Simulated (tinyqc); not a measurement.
Electron continuity equation in a given potential, Scharfetter-Gummel discretisation: one step of the calculation.

Steady state in one dimension: J = q mu n E + q D dn/dx with E = -dpsi/dx and D = mu Vt, dJ/dx = q (n/tau - G), fixed densities nL and nR at the ends. The potential is given, psi = U x/L, and is not changed by the electrons.

Task. Densities and current. B(d_i) and B(-d_i) are the Bernoulli factors of the potential steps, b and f the diagonal and right side. Solve B(-d_(i-1)) n_(i-1) + b_i n_i + B(d_i) n_(i+1) = f_i (end values already in f), then J_i = (q D/h) [n_(i+1) B(d_i) - n_i B(-d_i)], h = L/10, D = mu Vt.

Parameters, values chosen for the exercise; mobility close to that of In0.53Ga0.47As at room temperature: temperature T = 300 K; electron mobility mu = 10800 cm^2/(V s); length of the region L = 0.71 um; density at x = 0 nL = 4.1e14 cm^-3; density at x = L nR = 0 cm^-3.

Constants: q = 1.602176634e-19 C, kB = 1.380649e-23 J/K, Vt = kB T/q. Results are converted to the units shown.

| interval | B(d_i) | B(-d_i) |
|---|---|---|
| 0 | 1.3180120 | 0.73778605 |
| 1 | 1.3180120 | 0.73778605 |
| 2 | 1.3180120 | 0.73778605 |
| 3 | 1.3180120 | 0.73778605 |
| 4 | 1.3180120 | 0.73778605 |
| 5 | 1.3180120 | 0.73778605 |
| 6 | 1.3180120 | 0.73778605 |
| 7 | 1.3180120 | 0.73778605 |
| 8 | 1.3180120 | 0.73778605 |
| 9 | 1.3180120 | 0.73778605 |

| node | diagonal b | right side f (cm^-3) |
|---|---|---|
| 1 | -2.0648255 | -3.0249228e14 |
| 2 | -2.0648255 | 0 |
| 3 | -2.0648255 | 0 |
| 4 | -2.0648255 | 0 |
| 5 | -2.0648255 | 0 |
| 6 | -2.0648255 | 0 |
| 7 | -2.0648255 | 0 |
| 8 | -2.0648255 | 0 |
| 9 | -2.0648255 | 0 |

Find: n; J.

Result.

| node | n (cm^-3) |
|---|---|
| 0 | 4.1000e14 |
| 1 | 2.2563e14 |
| 2 | 1.2397e14 |
| 3 | 6.7913e13 |
| 4 | 3.6999e13 |
| 5 | 1.9948e13 |
| 6 | 1.0540e13 |
| 7 | 5.3452e12 |
| 8 | 2.4742e12 |
| 9 | 8.8407e11 |
| 10 | 0 |

| interval | J (A/cm^2) |
|---|---|
| 0 | -32.190 |
| 1 | -19.357 |
| 2 | -12.306 |
| 3 | -8.443 |
| 4 | -6.339 |
| 5 | -5.204 |
| 6 | -4.605 |
| 7 | -4.301 |
| 8 | -4.160 |
| 9 | -4.109 |

Range of the model: The drift velocity mu E exceeds 1e7 cm/s somewhere, where real mobilities no longer stay constant.

tinyqc, about 0.01 s, one thread, Intel Xeon 2.30GHz (shared host): `OMP_NUM_THREADS=1 python tinyqc.py 2220049 2220050 out.jsonl`
